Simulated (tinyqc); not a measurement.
# Read current of a NAND string, cells in series solved by shooting: effects of single changes

Cells in series, numbered from 0 at the source line (0 V) to the bit line, each followed by a gap resistance Rg. A cell with gate Vg, threshold VT, source Vs and drain Vd passes I = 2 nf K Vt^2 [F(Vs) - F(Vd)]/(1 + th max(Vg - VT, 0)), F(V) = ln^2(1 + exp((Vg - VT - nf V)/(2 nf Vt))). The selected cell has Vg = Vr, the others Vg = Vp.

Inputs (values chosen for the exercise); values of the order met in vertical NAND strings:
- T = 300 K (temperature)
- K = 6.2 uA/V^2 (gain factor of a cell)
- nf = 1.5 (slope factor)
- th = 0.09 1/V (mobility reduction factor)
- Rg = 2.1 kohm (resistance of the gap between cells)
- Vbl = 0.7 V (bit-line voltage)
- Vp = 6 V (pass voltage)
- Ve = -2.2 V (threshold of an erased cell)
- Vh = 3.1 V (threshold of the highest state)
- Vx = 2.4 V (threshold of the selected cell)
- Is = 20 nA (sensing current)
- Vr = 3.72 V (read voltage on the selected word line)

Constants: q = 1.602176634e-19 C, kB = 1.380649e-23 J/K, Vt = kB T/q. Results are converted to the units shown.

Each table varies one quantity; the others keep the values above.

## Read current against the number of cells

For a trial current I start at 0 V and, cell by cell, solve for the drain: sqrt(F(Vd)) = sqrt(F(Vs) - I/k), k = 2 nf K Vt^2/(1 + th max(Vg - VT, 0)), Vd = [Vg - VT - 2 nf Vt ln(exp(sqrt F) - 1)]/nf, then add I Rg. The string current is the I for which the last node reaches Vbl. The apparent threshold is the Vr at which I = Is. Background: all other cells erased (VT = Ve) or all in the highest state (VT = Vh); ratio and shift are high over erased and high minus erased. The selected cell is in the middle, cell n/2.

Result of one run:
```
n	I, others erased (uA)	I, others high (uA)	ratio	apparent VT, erased (V)	apparent VT, high (V)	background shift (mV)
32	0.4910	0.2379	0.4845	2.491	2.508	17.55
```

What becomes of these results when the number of cells n is changed from 32 to 64, all else the same?

Result of the changed run:
```
n	I, others erased (uA)	I, others high (uA)	ratio	apparent VT, erased (V)	apparent VT, high (V)	background shift (mV)
64	0.2632	0.1217	0.4627	2.508	2.544	35.48
```

The whole series:
```
n	I, others erased (uA)	I, others high (uA)	ratio	apparent VT, erased (V)	apparent VT, high (V)	background shift (mV)
8	1.384	0.8301	0.6000	2.478	2.482	4.352
16	0.8637	0.4544	0.5261	2.482	2.491	8.727
32	0.4910	0.2379	0.4845	2.491	2.508	17.55
64	0.2632	0.1217	0.4627	2.508	2.544	35.48
96	0.1797	0.08180	0.4552	2.526	2.580	53.81
128	0.1364	0.06159	0.4515	2.544	2.616	72.56
192	0.09207	0.04122	0.4477	2.579	2.690	111.4
```

With erased neighbours the current falls from 1.38 to 0.0921 uA, as n^(-0.68) between the first two rows and n^(-0.97) between the last two (-1 once the series resistance rules). The ratio falls from 0.600 to 0.448 and the background shift rises from 4.35 to 111 mV.

## Effect of the position of the selected cell

Same model as above.

The string has 128 cells, numbered from the source.

Effect of the position of the selected cell:
```
j	I, others erased (uA)	I, others high (uA)	ratio	apparent VT, erased (V)	apparent VT, high (V)	background shift (mV)
0	0.1385	0.06186	0.4467	2.473	2.473	1.033e-5
18	0.1381	0.06181	0.4476	2.493	2.513	19.77
36	0.1376	0.06174	0.4488	2.513	2.553	40.03
54	0.1369	0.06165	0.4504	2.533	2.593	60.79
73	0.1359	0.06151	0.4526	2.554	2.637	83.30
91	0.1345	0.06131	0.4557	2.573	2.679	105.2
109	0.1324	0.06095	0.4604	2.593	2.721	127.7
127	0.1287	0.06015	0.4672	2.613	2.764	150.8
```

What does the comparison show?

From the source end to the bit-line end the apparent VT with high neighbours rises from 2.473 to 2.764 V and the background shift rises from 1.03e-5 to 151 mV. Cells and gaps on the source side raise the source of the selected cell, which costs nf times that voltage in gate drive; those on the drain side only lower its drain voltage.

Numbers from tinyqc (`OMP_NUM_THREADS=1 python tinyqc.py 2142170 2142171 out.jsonl`; about 1 s on one thread of a shared Intel Xeon 2.30GHz).
